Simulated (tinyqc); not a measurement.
# Double-gate transistor below threshold, two-dimensional Poisson equation on a small mesh: several studies

Half of a symmetric double-gate structure: row 0 is the mid-plane of the body, where the normal field vanishes. Mobile charge is neglected (subthreshold), the body is fully depleted, and potentials are counted from the intrinsic level; rows run upward to the gate, columns from source to drain.

Parameters, values chosen for the exercise; semiconductor permittivity made up: temperature T = 250 K; relative permittivity of the semiconductor eps_r = 10.9; relative permittivity of the insulator eox = 9; half the body thickness tb = 3 nm; insulator thickness tox = 3.2 nm; channel length L = 23 nm; acceptor density of the depleted body Na = 0 cm^-3; potential of the source Vbi = 0.59 V; gate offset Vfb = 0.1 V; gate voltage Vg = 0.05 V; drain voltage Vd = 1 V.

Constants: q = 1.602176634e-19 C, kB = 1.380649e-23 J/K, Vt = kB T/q, eps0 = 8.8541878128e-14 F/cm where lengths are in cm. Results are converted to the units shown.

Each table varies one quantity; the others keep the values above.

## Refining the mesh

The mesh has 2 c steps in the semiconductor (rows from 0 up to the interface), c steps in the insulator and 8 c along the channel, each uniform. Box integration, divided by eps0: up_i = eps hy/h of the interval above row i, dn_i = that of the interval below (0 for row 0), lat_i = (sum of eps h/2 over the intervals above and below)/hy, s_i = -q Na w_i hy/eps0 with w_i the semiconductor height of the box (hs/2 for row 0 and the interface row, hs between, 0 in the insulator). Each free node obeys (up + dn + 2 lat) psi = up psi(above) + dn psi(below) + lat [psi(left) + psi(right)] + s. Fixed values: gate row Vg - Vfb; column 0 at Vbi and the last column at Vbi + Vd in the semiconductor, each running linearly to Vg - Vfb across the insulator. The system is solved directly; psi is read on row 0 at mid-channel.

Result of one run:
```
c	unknowns	psi at mid-channel (V)	d psi/dVg
1	21	0.1416	0.8319
```

What becomes of these results when the refinement factor c is changed from 1 to 8, all else the same?

Result of the changed run:
```
c	unknowns	psi at mid-channel (V)	d psi/dVg
8	1512	0.1147	0.8556
```

The whole series:
```
c	unknowns	psi at mid-channel (V)	d psi/dVg
1	21	0.1416	0.8319
2	90	0.1211	0.8499
3	207	0.1173	0.8533
4	372	0.1159	0.8544
6	846	0.1150	0.8553
8	1512	0.1147	0.8556
12	3420	0.1144	0.8558
```

psi at mid-channel goes from 0.1416 V on the coarsest mesh to 0.1144 V on the finest, a difference of 27 mV. d psi/dVg changes by 0.018 from c = 1 to 2, by 0.0045 from 2 to 4 and by 0.0011 from 4 to 8, a ratio of 4.0 between the last two, near the 4 of a second-order scheme.

## Effect of the acceptor density of the depleted body

Mesh: rows i = 0..12 in the semiconductor (step hs = tb/12, row 12 on the interface), then 8 step(s) ho = tox/8 up to the gate row 20; columns j = 0..80 (step hy = L/80). The system is solved directly. On row 0 the minimum of psi and its place come from a parabola through the three lowest nodes; barrier = Vbi - minimum, swing = Vt ln 10/(d psi/dVg), DIBL = (d psi/dVd)/(d psi/dVg) there. Lambda = pi/k with k the smallest positive root of tan(k tox) tan(k tb) = eox/eps_r.

Effect of the acceptor density of the depleted body:
```
Na (cm^-3)	L/Lambda	barrier (V)	place y/L	swing (mV/decade)	DIBL (mV/V)
0	1.742	0.4924	0.4130	59.13	53.11
5e17	1.742	0.5039	0.4140	59.10	53.39
1e18	1.742	0.5154	0.4150	59.07	53.67
2e18	1.742	0.5384	0.4169	59.02	54.20
3e18	1.742	0.5615	0.4188	58.97	54.72
5e18	1.742	0.6076	0.4222	58.89	55.69
```

As Na goes from 0 to 5e18 cm^-3, the barrier rises from 0.492 to 0.608 V, the swing stays near 59.0 mV a decade and DIBL rises from 53.1 to 55.7 mV/V; the ideal swing is 49.6. The barrier top moves from y/L = 0.413 to 0.422.

## Effect of half the body thickness

Same model as above.

Results:
```
tb (nm)	L/Lambda	barrier (V)	place y/L	swing (mV/decade)	DIBL (mV/V)
1.2	2.490	0.5981	0.4397	51.97	13.36
1.6	2.268	0.5789	0.4337	53.14	19.92
2.1	2.044	0.5509	0.4264	54.93	29.99
2.8	1.801	0.5061	0.4160	58.09	47.43
4.8	1.354	0.3619	0.3841	71.58	117.8
```

Estimate the missing row, tb = 3.6 nm.

Computed row:
```
tb (nm)	L/Lambda	barrier (V)	place y/L	swing (mV/decade)	DIBL (mV/V)
3.6	1.589	0.4498	0.4038	62.63	72.00
```

With this row back in the table: As tb goes from 1.2 to 4.8 nm, the barrier falls from 0.598 to 0.362 V, the swing rises from 52.0 to 71.6 mV a decade and DIBL rises from 13.4 to 118 mV/V; the ideal swing is 49.6. L/Lambda goes from 2.5 to 1.4. For tb = 1.2 to 2.1 nm the body is under 5 nm thick, where quantum confinement matters.

Computed by the program tinyqc: `OMP_NUM_THREADS=1 python tinyqc.py 2480075 2480076 out.jsonl`, one thread of a shared Intel Xeon 2.30GHz, about 0.09 s for the whole run.
